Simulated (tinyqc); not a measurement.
# From Seebeck coefficient |S| back to density-of-states mass m

Model: single-band model of a thermoelectric material. Computed by tinyqc, a small Python program. Command: `OMP_NUM_THREADS=1 python tinyqc.py 3022534 3022535 out.jsonl thermo inv`. One thread of a shared host (Intel(R) Xeon(R) Processor @ 2.30GHz), about 0.04 s of CPU time with the checks.

One spherical band, one scattering law, no minority carriers and no phonon drag. In a real material minority carriers limit |S| to about E_g/(2 e T), so larger values are formal. eta = E_F/(k_B T) is counted from the band edge; f = 1/(1 + exp(x - eta)).

Inputs (values chosen for the exercise, modelled on n-type SiGe):
```
quantity                                value        unit
non-parabolicity alpha                   0.81        1/eV
mobility parameter mu_300                 360  cm^2/(V s)
temperature exponent p                      2           -
lattice thermal conductivity kappa_L      3.7     W/(m K)
carrier density n                     2.3e+19      1/cm^3
temperature T                            1030           K
```

Band: Kane. Scattering: acoustic phonons, r = -0.5.

Constants: m_0 = 9.1093837015e-31 kg; k_B = 1.380649e-23 J/K; hbar = 1.054571817e-34 J s; k_B = 8.617333262e-05 eV/K; e = 1.602176634e-19 C.

Method:
- With x = E/(k_B T), a = alpha k_B T (0 for a parabolic band), G = x (1 + a x), D = 1 + 2 a x and <y> = int y f (1 - f) dx, f = 1/(1 + exp(x - eta)): tau = tau_0 G^r/D; transport function s = G^(3/2 + r)/D^2; n = N_0 <G^(3/2)> with N_0 = (2 m k_B T)^(3/2)/(3 pi^2 hbar^3).
- Integrals over x = E/(k_B T) use 160 Gauss-Legendre points in u = sqrt(x) from 0 to sqrt(max(eta, 0) + 32).
- Solve for eta.
- sigma = e mu_0 N_0 <s> with mu_0 = e tau_0/m = mu_300 (T/300 K)^(-p); |S| = (k_B/e)(<x s>/<s> - eta); Lorenz number L = (k_B/e)^2 (<x^2 s>/<s> - (<x s>/<s>)^2); kappa_e = L sigma T; zT = S^2 sigma T/(kappa_L + kappa_e).
- Hall factor r_H = <G^(3/2)> <G^(3/2 + 2r)/D^4>/<s>^2; drift mobility sigma/(n e) with n = N_0 <G^(3/2)>; power factor S^2 sigma.

Question. A run gave the result below. Find the density-of-states mass m, known to lie between 0.83 and 1.9 m_0.

Seebeck coefficient |S| = 358.7797 microvolt/K

Answer.

Each step takes the trial c = (a f_b - b f_a)/(f_b - f_a), f being the result less the target and a, b, c the logarithms of the listed values; c replaces end b, the old b replaces a if the sign of f changed, and otherwise f_a is halved.

Scan of the range:
```
density-of-states mass m (m_0)  Seebeck coefficient |S| (microvolt/K)
0.830                                                         316.076
0.953                                                         333.567
1.090                                                         350.633
1.260                                                         369.108
1.440                                                         386.173
1.660                                                         404.382
1.900                                                         421.706
```

False position (Illinois rule, in the logarithm of the input) inside the bracket:
```
step    end a    end b    trial  Seebeck coefficient |S| (microvolt/K)
1     1.09000  1.26000  1.16194                                358.773
2     1.26000  1.16194  1.16200                                358.780
3     1.26000  1.16200  1.16200                                358.780
4     1.16200  1.16200  1.16200                                358.780
```

Seebeck coefficient |S| rises at every point of a 13-point scan of the range (every second point is shown), so one value fits; it is bracketed by 1.09 and 1.26. Answer: density-of-states mass m = 1.162 m_0.
